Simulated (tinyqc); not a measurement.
Thermal, flicker and telegraph noise of a field-effect transistor: one step, computed by the program tinyqc. Command: `OMP_NUM_THREADS=1 python tinyqc.py 3024131 3024132 out.jsonl noise walk`. One thread of a shared host (Intel(R) Xeon(R) Processor @ 2.30GHz), about 0.01 s of CPU time with the checks.

Strong inversion, threshold roll-off and channel-length modulation left out; noise sources are uncorrelated and are given as one-sided spectral densities.

Task: How many traps? Active traps per decade of time constant: N_dec = N_t k_B T W L lambda ln(10); a single trap at the interface shifts the threshold by e/(W L C_ox) and the current by g_m times that; tunnelling depth for frequency f, z = lambda ln(1/(2 pi f tau_0)), tau_0 = 1e-10 s.

Inputs (values chosen for the exercise, modelled on a silicon n-channel):
```
quantity                  value         unit
width W                     140   micrometre
length L                   2000           nm
oxide trap density N_t  9.8e+16  1/(eV cm^3)
frequency f                 100           Hz
temperature T               400            K
```

Operating region: saturation. Flicker model: number fluctuation.

tunnelling length lambda = 1.137608 angstrom

C_ox = 0.8422276 microfarad/cm^2

g_m = 14034.38 microsiemens

drain current I = 4452.774 microampere

Constants: k_B = 8.617333262e-05 eV/K; e = 1.602176634e-19 C.

Give: traps per decade; threshold step of one trap; current step of one trap; depth probed at f.

Result:

traps per decade = 247.76

threshold step of one trap = 6.7940e-05 mV

current step of one trap = 2.1413e-05 %

depth probed at f = 1.8865 nm

With several traps per decade their Lorentzians merge into 1/f.
